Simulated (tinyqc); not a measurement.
Worked calculation: tunnelling through a thin dielectric with one trap, as a tight-binding chain. Values are carried at full precision from step to step, so a last printed digit may differ when a step is redone from the rounded ones.

Hopping -t everywhere, t = c/(m a^2), c = hbar^2/2m0; lead sites at 2t (band bottom 0), barrier sites 1 to N at 2t + phi, and site j has U besides. No voltage. Leads give S = -t exp(ika) on sites 1 and N, cos(ka) = 1 - E/(2t). T = (2 t sin(ka))^2 |G_1N|^2, G = (E - H - S)^-1. In the barrier cosh(q a) = 1 + (phi - E)/(2t).

Constants: hbar^2/2m0 = 3.80998211 eV angstrom^2; hbar = 6.58211957e-16 eV s.

Inputs chosen for the exercise (barrier and mass of the size used for Al2O3 on silicon; shifted at random, so the results belong to these values and not to a real crystal):
```
symbol  value  unit      meaning
a       3      angstrom  site spacing
m       0.33   m0        mass, the same in leads and barrier
phi     2.09   eV        conduction edge of the barrier above that of the leads
U       -2.94  eV        extra energy on the trap site
E       0.5    eV        electron energy
N       11               barrier sites
j       6                site of the trap
```

## Scales

Form t, ka, q a, and the level of the trap in an endless barrier, Eb = phi + 2t - sqrt(4 t^2 + U^2).

t = 1.2828 eV
ka = 0.63492 rad
q a = 1.06261
Eb = 0.7536 eV

## The matrix E - H - S

Fill it in.

E - H - S (eV):
```
[[-3.1228+0.7609i, 1.2828, 0.0000, 0.0000, 0.0000, 0.0000, 0.0000, 0.0000, 0.0000, 0.0000, 0.0000],
 [1.2828, -4.1556, 1.2828, 0.0000, 0.0000, 0.0000, 0.0000, 0.0000, 0.0000, 0.0000, 0.0000],
 [0.0000, 1.2828, -4.1556, 1.2828, 0.0000, 0.0000, 0.0000, 0.0000, 0.0000, 0.0000, 0.0000],
 [0.0000, 0.0000, 1.2828, -4.1556, 1.2828, 0.0000, 0.0000, 0.0000, 0.0000, 0.0000, 0.0000],
 [0.0000, 0.0000, 0.0000, 1.2828, -4.1556, 1.2828, 0.0000, 0.0000, 0.0000, 0.0000, 0.0000],
 [0.0000, 0.0000, 0.0000, 0.0000, 1.2828, -1.2156, 1.2828, 0.0000, 0.0000, 0.0000, 0.0000],
 [0.0000, 0.0000, 0.0000, 0.0000, 0.0000, 1.2828, -4.1556, 1.2828, 0.0000, 0.0000, 0.0000],
 [0.0000, 0.0000, 0.0000, 0.0000, 0.0000, 0.0000, 1.2828, -4.1556, 1.2828, 0.0000, 0.0000],
 [0.0000, 0.0000, 0.0000, 0.0000, 0.0000, 0.0000, 0.0000, 1.2828, -4.1556, 1.2828, 0.0000],
 [0.0000, 0.0000, 0.0000, 0.0000, 0.0000, 0.0000, 0.0000, 0.0000, 1.2828, -4.1556, 1.2828],
 [0.0000, 0.0000, 0.0000, 0.0000, 0.0000, 0.0000, 0.0000, 0.0000, 0.0000, 1.2828, -3.1228+0.7609i]]
```

## Transmission

Invert the matrix; T = (2 t sin(ka))^2 |G_1N|^2.

first row of G (1/eV): [-0.3454-0.09811i, -0.1196-0.03396i, -0.04187-0.01189i, -0.01607-0.004563i, -0.01018-0.002891i, -0.01690-0.004803i, -0.005841-0.001660i, -0.002019-0.0005747i, -0.0006979-0.0002017i, -0.0002421-7.875e-05i, -8.644e-05-5.341e-05i]

T = 2.391e-08

Without the trap T is 2.42e-10: the trap changes it by a factor 98.7 at this energy.

## The resonance

Resonance: the lowest eigenvalue of H + S(E), iterated until its real part equals E (40 rounds from Eb = phi + 2t - sqrt(4t^2 + U^2), the level in an endless barrier). With v the normalised squared amplitudes of that state, Gamma_L = 2 t sin(ka) v_1, Gamma_R = 2 t sin(ka) v_N; Breit-Wigner T = Gamma_L Gamma_R/((E - Er)^2 + (Gamma_L + Gamma_R)^2/4).

Find Er, the two widths, the peak height 4 Gamma_L Gamma_R/(Gamma_L + Gamma_R)^2 and the escape time hbar/(Gamma_L + Gamma_R).

Er = 0.7536 eV

widths (meV): left 0.09093, right 0.09093

peak height = 1.000
escape time = 3.62e+03 fs

squared amplitudes: [0.0001, 0.0003, 0.0021, 0.0149, 0.1059, 0.7534, 0.1059, 0.0149, 0.0021, 0.0003, 0.0001]

The nearby leads move the level 0.0 meV below its value in an endless barrier. The trap is equally far from both leads, so the peak reaches one.

## Checks

- T at Er from the chain against the Breit-Wigner peak: both 1.00.
- T without trap against the closed form for a lattice barrier: both 2.422e-10.

Computed by tinyqc, a small Python program: `OMP_NUM_THREADS=1 python tinyqc.py 1452418 1452419 out.jsonl` (the numbers bound the seed that draws the inputs); one thread of a shared host (Intel(R) Xeon(R) Processor @ 2.30GHz), about 0.1 s for the whole set of steps.
